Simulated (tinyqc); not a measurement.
## Permittivity and interface capacitance from two thicknesses

Question. 1/C = t/(eps0 ek) + 2/ci for planar capacitors that differ only in thickness. Find ek, ci and the EOT of the interfaces, 2 x 3.9 eps0/ci.

Constants: eps0 = 8.8541878128e-14 F/cm where lengths are in cm. Results are converted to the units shown.

C at t = 9 and 27 nm (uF/cm^2): 7.0417879  2.3695101

Solution. 1/C is a straight line in t: the slope gives ek and the intercept 2/ci. A single thickness would give only the effective permittivity; when the interfaces are a small part of 1/C, ci needs very accurate data.

ek = 72.6
ci = 1.00e3 uF/cm^2
EOT of the interfaces = 0.00691 nm

Program tinyqc, `OMP_NUM_THREADS=1 python tinyqc.py 2102099 2102100 out.jsonl`; Intel Xeon 2.30GHz, shared host, one thread, about 0.01 s.
